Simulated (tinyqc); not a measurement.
Van der Pauw, Hall and four-point-probe measurements on a doped layer: one step of the calculation.

A uniform n-type layer with sheet resistance Rs = 1/(q ns mu), point contacts, low field (mu B small).

Question. New z. The van der Pauw equation exp(-pi RA z) + exp(-pi RB z) = 1 is solved for z = 1/Rs: e1 = exp(-pi RA z), e2 = exp(-pi RB z), f = e1 + e2 - 1, f' = -pi (RA e1 + RB e2), z(new) = z - f/f'.

z at the start = 0.17458935 mS
RA = 13.220019 ohm
RB = 2514.2606 ohm

Find: e1; e2; f; f'; z after iteration 1.

Answer.

e1 = 0.99278
e2 = 0.25182
f = 0.24459
f' = -2.0303 kohm
z after iteration 1 = 0.29506 mS

tinyqc, about 0.01 s, one thread, Intel Xeon 2.30GHz (shared host): `OMP_NUM_THREADS=1 python tinyqc.py 2850136 2850137 out.jsonl`
